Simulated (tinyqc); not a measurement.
Worked calculation: CIS on RHF in the cc-pvdz basis, for He, spin multiplicity 1. One step of it, computed by the program tinyqc.

Problem. CIS matrix, triplets. A(ia,jb) = (e_a - e_i) d_ij d_ab - (ij|ab).

orbital energies (hartree): MO1 -0.914148, MO2 1.397442, MO3 2.524372, MO4 2.524372, MO5 2.524372

Two-electron integrals over orbitals (pq|rs), unique and non-zero (hartree):
```
(11|11) 1.026865    (21|11) -0.316447   (21|21) 0.227505    (22|11) 0.857592
(22|21) -0.255195   (22|22) 0.765495    (31|31) 0.183149    (32|31) -0.025386
(32|32) 0.028529    (33|11) 0.961262    (33|21) -0.230485   (33|22) 0.774953
(33|33) 1.040531    (41|41) 0.183149    (42|41) -0.025386   (42|42) 0.028529
(43|43) 0.063706    (44|11) 0.961262    (44|21) -0.230485   (44|22) 0.774953
(44|33) 0.913119    (44|44) 1.040531    (51|51) 0.183149    (52|51) -0.025386
(52|52) 0.028529    (53|53) 0.063706    (54|54) 0.063706    (55|11) 0.961262
(55|21) -0.230485   (55|22) 0.774953    (55|33) 0.913119    (55|44) 0.913119
(55|55) 1.040531
```

Give: CIS matrix A, triplet.

Solution.

CIS matrix A, triplet (hartree), lower triangle:
```
        1>2     1>3     1>4     1>5
1>2  1.4540
1>3  0.0000  2.4773
1>4  0.0000  0.0000  2.4773
1>5  0.0000  0.0000  0.0000  2.4773
```
